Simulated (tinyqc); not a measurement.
# Current crowding under a contact, resistor ladder against the transmission-line model: two studies

A metal contact of length d and width W on a thin layer of the same width. The metal has no resistance, the sheet resistance under it equals Rsh, and current enters the layer at the front edge x = 0.

Inputs (values chosen for the exercise): sheet resistance of the semiconductor layer Rsh = 4600 ohm/sq; specific contact resistivity rc = 2.6e-5 ohm cm^2; contact length d = 1.7 um; contact width W = 6.8 um.

Each table varies one quantity; the others keep the values above.

## Effect of the sheet resistance

Transfer length Lt = sqrt(rc/Rsh); front resistance Rc = (Rsh Lt/W) coth(d/Lt); end resistance Re = (Rsh Lt/W)/sinh(d/Lt).

Effect of the sheet resistance:

| Rsh (ohm/sq) | Lt (um) | d/Lt | Rc W (ohm um) | Re W (ohm um) |
|---|---|---|---|---|
| 130 | 4.4721 | 0.38013 | 1602.4 | 1493.2 |
| 350 | 2.7255 | 0.62373 | 1722.8 | 1434.6 |
| 920 | 1.6811 | 1.0112 | 2018.3 | 1296.8 |
| 2400 | 1.0408 | 1.6333 | 2696.1 | 1014.3 |
| 6500 | 0.63246 | 2.6879 | 4149.2 | 561.86 |
| 17000 | 0.39108 | 4.3470 | 6650.5 | 172.17 |
| 46000 | 0.23774 | 7.1506 | 10936 | 17.157 |
| 1.2e5 | 0.14720 | 11.549 | 17664 | 0.34068 |

What does the table show?

Rc W rises from 1600 to 17700 ohm um while Re W falls from 1490 to 0.341 ohm um; for Rsh going to zero both tend to rc/d = 1530 ohm um. A larger Rsh shortens Lt and crowds the current to the front edge.

## Convergence with the number of cells

Cut the contact into n cells of length hc = d/n. Neighbouring cell centres are joined by a = W/(Rsh hc), each centre joins the metal (0 V) by g = W hc/rc, and I enters cell 1 through half a cell: -a v_(i-1) + b_i v_i - a v_(i+1) = I for i = 1 and 0 otherwise, b_i = g + 2 a (g + a at both ends). Rc = v_1/I + 1/(2 a). The error is against Transfer length Lt = sqrt(rc/Rsh); front resistance Rc = (Rsh Lt/W) coth(d/Lt); end resistance Re = (Rsh Lt/W)/sinh(d/Lt).

Convergence with the number of cells:

| n | hc/Lt | Rc (ohm) | error (%) |
|---|---|---|---|
| 1 | 2.261 | 799.9 | 53.9 |
| 2 | 1.131 | 600.1 | 15.5 |
| 4 | 0.5653 | 540.8 | 4.05 |
| 8 | 0.2827 | 525.1 | 1.03 |
| 16 | 0.1413 | 521.1 | 0.258 |
| 32 | 0.07066 | 520.1 | 0.0644 |
| 64 | 0.03533 | 519.8 | 0.0161 |

Read the table: what changes, and by how much?

The exact Rc is 519.75 ohm. The error falls from 54 % to 0.016 %, by a factor of 4.0 over the last doubling: second order in the cell length.

tinyqc, about 0.01 s, one thread, Intel Xeon 2.30GHz (shared host): `OMP_NUM_THREADS=1 python tinyqc.py 2760046 2760047 out.jsonl`
